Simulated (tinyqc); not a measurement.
# p-n diode with diffusion and depletion-layer recombination: two studies

Abrupt junction in the depletion approximation, low injection, full ionisation, neutral widths fixed, ohmic contact on the p side. Vj is the junction voltage; where a series resistance Rs is given, V = Vj + J Rs is the terminal voltage.

Parameters, values chosen for the exercise; band and dielectric values close to those of silicon:
```
symbol,value,unit,meaning
T,300,K,temperature
Eg,1.13,eV,band gap
eps_r,11.7,,relative permittivity
Nc,2.8e19,cm^-3,conduction-band density of states at T
Nv,2.68e19,cm^-3,valence-band density of states at T
Na,5.8e17,cm^-3,acceptor density
Nd,2.3e15,cm^-3,donor density
mun,330,cm^2/(V s),electron mobility in the p side
mup,430,cm^2/(V s),hole mobility in the n side
tn,2e-9,s,electron lifetime
tp,4e-9,s,hole lifetime
wp,0.27,um,neutral width of the p side
wn,8.4,um,neutral width of the n side
Sp,1e7,cm/s,recombination velocity at the n contact
Rs,0.0072,ohm cm^2,series resistance
Et,0,eV,trap level above the intrinsic level
Vj,0.47,V,junction voltage at which recombination is evaluated
```

Constants: q = 1.602176634e-19 C, kB = 1.380649e-23 J/K, Vt = kB T/q, eps0 = 8.8541878128e-14 F/cm where lengths are in cm. Results are converted to the units shown.

Each table varies one quantity; the others keep the values above.

## Currents and ideality against junction voltage

ni = sqrt(Nc Nv) exp(-Eg/(2 Vt)), Eg in volts; D = mu Vt; Ln = sqrt(Dn tn), Lp = sqrt(Dp tp); J0n = q ni^2 Dn coth(wp/Ln)/(Ln Na); J0p = (q ni^2 Dp/(Lp Nd)) (s + tanh(wn/Lp))/(1 + s tanh(wn/Lp)), s = Sp Lp/Dp. J_diff = (J0n + J0p)(exp(Vj/Vt) - 1). Vbi = Vt ln(Na Nd/ni^2), W = sqrt(2 eps0 eps_r (Vbi - Vj)(1/Na + 1/Nd)/q), xp = W Nd/(Na + Nd), xn = W Na/(Na + Nd); u(x) = q Na (x + xp)^2/(2 eps0 eps_r) for x < 0 and Vbi - Vj - q Nd (xn - x)^2/(2 eps0 eps_r) for x > 0; p = Na exp(-u/Vt), n = Nd exp((u - Vbi + Vj)/Vt); U = ni^2 (exp(Vj/Vt) - 1)/(tp (n + ni exp(Et/Vt)) + tn (p + ni exp(-Et/Vt))); J_scr = q times the integral of U from -xp to xn. J = J_diff + J_scr. Ideality = (1/Vt) dVj/d ln J or (1/Vt) dV/d ln J; last column ni^2 exp(Vj/Vt)/N^2.

Currents and ideality against junction voltage:

| Vj (V) | J_diff (A/cm^2) | J_scr (A/cm^2) | J (A/cm^2) | V (V) | ideality against Vj | ideality against V | minority/doping, lighter side |
|---|---|---|---|---|---|---|---|
| 0.2 | 6.720e-7 | 7.572e-5 | 7.639e-5 | 0.2000 | 1.848 | 1.848 | 3.377e-8 |
| 0.25 | 4.650e-6 | 2.136e-4 | 2.183e-4 | 0.2500 | 1.830 | 1.830 | 2.336e-7 |
| 0.3 | 3.217e-5 | 6.050e-4 | 6.371e-4 | 0.3000 | 1.774 | 1.774 | 1.616e-6 |
| 0.35 | 2.226e-4 | 0.001731 | 0.001954 | 0.3500 | 1.670 | 1.670 | 1.118e-5 |
| 0.4 | 0.001540 | 0.005038 | 0.006577 | 0.4000 | 1.513 | 1.514 | 7.734e-5 |
| 0.45 | 0.01065 | 0.01500 | 0.02565 | 0.4502 | 1.335 | 1.342 | 5.350e-4 |
| 0.5 | 0.07368 | 0.04592 | 0.1196 | 0.5009 | 1.189 | 1.222 | 0.003701 |
| 0.55 | 0.5097 | 0.1442 | 0.6538 | 0.5547 | 1.098 | 1.280 | 0.02560 |
| 0.6 | 3.526 | 0.4439 | 3.970 | 0.6286 | 1.052 | 2.158 | 0.1771 |

Read the table: what changes, and by how much?

The ideality against Vj falls from 1.85 to 1.05. Diffusion overtakes recombination in the layer between Vj = 0.45 and 0.5 V. J_scr alone has an ideality of 1.86 between the first two rows and 1.72 between the last two. From Vj = 0.55 V the series resistance raises the terminal ideality by over a tenth; there J Rs = 0.18 Vt. Rows from Vj = 0.6 V on lie beyond low injection.

## Effect of the hole lifetime

Same model as above.

J = J_diff + J_scr.

The same in every row: J0n (A/cm^2) = 6.905e-12.

Result of one run:

| tp (s) | J0p (A/cm^2) | J_diff (A/cm^2) | J_scr (A/cm^2) | J_scr/J (%) | wn/Lp |
|---|---|---|---|---|---|
| 0.0001 | 7.183e-11 | 0.006192 | 8.883e-5 | 1.414 | 0.02519 |

What becomes of these results when the hole lifetime tp is changed from 0.0001 to 1e-10 s, all else the same?

Result of the changed run:

| tp (s) | J0p (A/cm^2) | J_diff (A/cm^2) | J_scr (A/cm^2) | J_scr/J (%) | wn/Lp |
|---|---|---|---|---|---|
| 1e-10 | 1.812e-9 | 0.1430 | 0.2050 | 58.91 | 25.19 |

The whole series:

| tp (s) | J0p (A/cm^2) | J_diff (A/cm^2) | J_scr (A/cm^2) | J_scr/J (%) | wn/Lp |
|---|---|---|---|---|---|
| 1e-10 | 1.812e-9 | 0.1430 | 0.2050 | 58.91 | 25.19 |
| 1e-9 | 5.729e-10 | 0.04560 | 0.05244 | 53.49 | 7.967 |
| 1e-8 | 1.835e-10 | 0.01498 | 0.01382 | 48.00 | 2.519 |
| 1e-7 | 8.644e-11 | 0.007341 | 0.003790 | 34.05 | 0.7967 |
| 1e-6 | 7.333e-11 | 0.006310 | 0.001071 | 14.50 | 0.2519 |
| 1e-5 | 7.197e-11 | 0.006203 | 3.078e-4 | 4.728 | 0.07967 |
| 0.0001 | 7.183e-11 | 0.006192 | 8.883e-5 | 1.414 | 0.02519 |

As tp goes from 1e-10 to 0.0001, J0p falls from 1.81e-9 to 7.18e-11 A/cm^2, J_scr falls from 0.205 to 8.88e-5 A/cm^2 and its share falls from 58.9 to 1.41 %. J0p goes as tp^(-0.50) at the start and tp^(0.00) at the end.

tinyqc, about 0.01 s, one thread, Intel Xeon 2.30GHz (shared host): `OMP_NUM_THREADS=1 python tinyqc.py 2260013 2260014 out.jsonl`
